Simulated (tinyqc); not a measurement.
Implant damage, amorphisation by cascade overlap, and solid-phase epitaxial regrowth: one step, computed by the program tinyqc.

Range and width of the damage are inputs. Dynamic annealing enters only through the surviving share f.

Question. Damage energy and displacements per ion. Robinson partition: eps = E a M2/(Z1 Z2 (e^2/(4 pi eps_0)) (M1 + M2)), a = 0.8853 a_0/sqrt(Z1^(2/3) + Z2^(2/3)); k = 0.0793 Z1^(2/3) Z2^(1/2) (M1 + M2)^(3/2)/((Z1^(2/3) + Z2^(2/3))^(3/4) M1^(3/2) M2^(1/2)); damage energy T_d = E/(1 + k (eps + 0.40244 eps^(3/4) + 3.4008 eps^(1/6))); displacements nu = 0.8 T_d/(2 E_d).

Inputs (values chosen for the exercise, modelled on indium ions in germanium):
```
quantity                 value  unit
ion Z1                      49     -
ion mass M1              114.8     u
target Z2                   32     -
target mass M2           72.63     u
ion energy E               110   keV
displacement energy E_d     17    eV
```

Constants: a_0 = 0.529177210903 angstrom; e^2/(4 pi eps_0) = 14.39964548 eV angstrom.

Give: reduced energy eps; k; damage energy T_d; T_d/E; displacements per ion nu.

Answer.

reduced energy eps = 0.1826

k = 0.1379

damage energy T_d = 78.92 keV

T_d/E = 0.7174

displacements per ion nu = 1857

28 % of the energy goes to electrons.
